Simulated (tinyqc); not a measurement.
## Short-channel transistor, virtual-source model with series resistance: effect of the channel length on the on and off currents

The current per gate width is the charge at the top of the source barrier (the virtual source) times its velocity times a saturation function; al and be are fitting constants of the model. Units: I in uA/um, Rs in ohm um, so I Rs = 1e-6 I Rs in volts; Q in uC/cm^2, so I = 1e-4 Q vx0 Fsat with vx0 in cm/s.

Intrinsic voltages Vg' = Vgs - I Rs, Vd' = Vds - 2 I Rs. n = n0 + nd Vd', VT = VT0 - dl Vd', Ff = 1/(1 + exp((Vg' - VT + al Vt/2)/(al Vt))), Q = Cinv n Vt ln(1 + exp((Vg' - VT + al Vt Ff)/(n Vt))), Vdsat = (vx0 L/mu)(1 - Ff) + Vt Ff, Fsat = u/(1 + u^be)^(1/be) with u = Vd'/Vdsat, and I = Q vx0 Fsat per width. I is solved self-consistently. Ion is I at Vgs = Vds = 1 V, Ioff at Vgs = 0, Vds = 1 V, and Rlin = Vds/I at Vgs = 1 V, Vds = 0.05 V. mu, vx0, VT0, dl and n0 are held fixed.

Parameters, values chosen for the exercise: temperature T = 350 K; inversion capacitance Cinv = 3.99 uF/cm^2; velocity at the virtual source vx0 = 1.37e7 cm/s; apparent mobility mu = 340 cm^2/(V s); threshold at zero drain voltage VT0 = 0.45 V; drain-induced barrier lowering dl = 0.13 V/V; subthreshold factor n0 = 1.43; growth of n with drain voltage nd = 0.1 1/V; threshold shift (in units of Vt) from weak to strong inversion al = 3.5; sharpness of saturation be = 1.4; series resistance of each contact Rs = 120 ohm um.

Constants: q = 1.602176634e-19 C, kB = 1.380649e-23 J/K, Vt = kB T/q. Results are converted to the units shown.

Effect of the channel length on the on and off currents:
```
L (nm)  Ion (uA/um)  Ioff (nA/um)  log10(Ion/Ioff)  Rlin (ohm um)
10             2018          2012            3.001          254.2
15             2003          2011            2.998          261.2
24             1970          2010            2.991          273.8
36             1924          2008            2.982          290.5
55             1850          2005            2.965          316.7
85             1738          2000            2.939          357.7
130            1592          1991            2.903          418.7
200            1409          1977            2.853          512.6
```

As L goes from 10 to 200 nm, Ion falls from 2020 to 1410 uA/um, Ioff falls from 2010 to 1980 nA/um and Rlin rises from 254 to 513 ohm um. Ion changes by a factor of 0.698 and Ioff by 0.983. In every row the off current passes 1 uA/um, so the device is hardly off at Vgs = 0. At L = 200 nm the channel is long for this model, whose fixed vx0 belongs to short devices.

tinyqc, about 0.06 s, one thread, Intel Xeon 2.30GHz (shared host): `OMP_NUM_THREADS=1 python tinyqc.py 2380123 2380124 out.jsonl`
